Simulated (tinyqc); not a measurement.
# From capture time tau_c back to relaxation energy E_R

Model: oxide trap near a transistor channel: two-state multiphonon kinetics, telegraph noise and bias instability. Computed by tinyqc, a small Python program. Command: `OMP_NUM_THREADS=1 python tinyqc.py 3014134 3014135 out.jsonl oxidetrap inv`. One thread of a shared host (Intel(R) Xeon(R) Processor @ 2.30GHz), about 0.02 s of CPU time with the checks.

An n-channel device under positive gate bias. The trap is empty (state 1) or holds an electron (state 2); both states are parabolas of equal curvature, and the electron reservoir is taken at the Fermi level of the channel.

Inputs (values chosen for the exercise, with an insulator like Si3N4 on silicon):

| quantity | value | unit |
|---|---|---|
| trap depth x from the interface | 0.84 | nm |
| tunnel barrier phi_b | 2.17 | eV |
| tunnelling mass m_ox | 0.37 | m_0 |
| trap level above E_F at zero field E_t | 0.48 | eV |
| oxide field F | 4.7 | MV/cm |
| attempt rate k_0 at the interface | 4e+12 | 1/s |
| temperature T | 250 | K |

Parts treated: one trap and an ensemble.

Constants: hbar^2/(2 m_0) = 3.80998212 eV angstrom^2; k_B = 8.617333262e-05 eV/K.

Method. kappa = sqrt(2 m_ox phi_b)/hbar = sqrt(m_ox phi_b/(hbar^2/2m_0)); attenuation length lambda = 1/(2 kappa); factor exp(-x/lambda) for a rectangular barrier. E_21 = E_t - e F x is the energy of state 2 over state 1; barriers E_c = (E_R + E_21)^2/(4 E_R), E_e = E_c - E_21; tau_c = exp(E_c/k_B T)/(k_0 P), tau_e = exp(E_e/k_B T)/(k_0 P), P the tunnelling factor; occupation f_2 = tau_e/(tau_c + tau_e); 1/tau_0 = 1/tau_c + 1/tau_e.

Problem. A run gave the result below. Find the relaxation energy E_R, known to lie between 0.5 and 1.3 eV.

capture time tau_c = 2.835362e-05 s

Solution.

Each step takes the trial c = (a f_b - b f_a)/(f_b - f_a), f being the result less the target and a, b, c the logarithms of the listed values; c replaces end b, the old b replaces a if the sign of f changed, and otherwise f_a is halved.

Scan of the range:

| relaxation energy E_R (eV) | capture time tau_c (s) |
|---|---|
| 0.500 | 1.58177e-06 |
| 0.586 | 4.18626e-06 |
| 0.688 | 1.33853e-05 |
| 0.806 | 5.17055e-05 |
| 0.945 | 2.55499e-04 |
| 1.110 | 1.71080e-03 |
| 1.300 | 1.53440e-02 |

False position (Illinois rule, in the logarithm of the input) inside the bracket:

| step | end a | end b | trial | capture time tau_c (s) |
|---|---|---|---|---|
| 1 | 0.688000 | 0.806000 | 0.731883 | 2.21106e-05 |
| 2 | 0.806000 | 0.731883 | 0.746929 | 2.62675e-05 |
| 3 | 0.806000 | 0.746929 | 0.755596 | 2.90095e-05 |
| 4 | 0.746929 | 0.755596 | 0.753514 | 2.83256e-05 |
| 5 | 0.755596 | 0.753514 | 0.753599 | 2.83533e-05 |
| 6 | 0.755596 | 0.753599 | 0.753601 | 2.83540e-05 |
| 7 | 0.753599 | 0.753601 | 0.753600 | 2.83536e-05 |

Capture time tau_c rises at every point of a 13-point scan of the range (every second point is shown), so one value fits; it is bracketed by 0.688 and 0.806. Answer: relaxation energy E_R = 0.7536 eV.
